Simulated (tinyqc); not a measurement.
Bias-temperature instability from a Gaussian distribution of capture and emission barriers: one step, computed by the program tinyqc. Command: `OMP_NUM_THREADS=1 python tinyqc.py 3014189 3014190 out.jsonl bti walk`. One thread of a shared host (Intel(R) Xeon(R) Processor @ 2.30GHz), about 0.01 s of CPU time with the checks.

Each trap has a capture time tau_0 exp(E_c/(k_B T)) under stress and an emission time tau_0 exp(E_e/(k_B T)) after it. E_c is Gaussian, and E_e = E_c + d with d Gaussian and independent. A trap counts as filled once t_s exceeds its capture time and as emptied once t_r exceeds its emission time.

Question. Recovery. Demarcation energies E_s = k_B T ln(t_s/tau_0), E_r = k_B T ln(t_r/tau_0); mean barrier mu = mu_c - k_F F; z = (E_s - mu)/sigma_c; Phi is the standard normal distribution. Temperatures in kelvin are T(C) + 273.15. Remaining shift dV = V_max int_(-infinity)^(E_s) g(E_c) [1 - Phi((E_r - E_c - delta)/sigma_d)] dE_c, g the Gaussian density of E_c (Gauss-Legendre, 120 points over 7 sigma_c below E_s).

Inputs (values chosen for the exercise, for a model p-channel transistor):
```
quantity                                       value  unit
shift with all traps filled V_max                 97    mV
spread of capture barriers sigma_c              0.26    eV
mean of E_e - E_c at the stress field, delta   -0.31    eV
spread of E_e - E_c, sigma_d                    0.19    eV
time constant tau_0                            1e-10     s
temperature T                                    175     C
stress time t_s                                    2     s
recovery time t_r                             0.0008     s
```

mean barrier mu = 1.6544 eV

shift without recovery dV0 = 0.2187848 mV

Constants: k_B = 8.617333262e-05 eV/K.

Give: E_r; remaining shift dV; remaining share dV/dV0.

Answer.

E_r = 0.6138 eV

remaining shift dV = 0.07467 mV

remaining share dV/dV0 = 0.3413

A measurement delay of t_r hides 66 % of the shift.
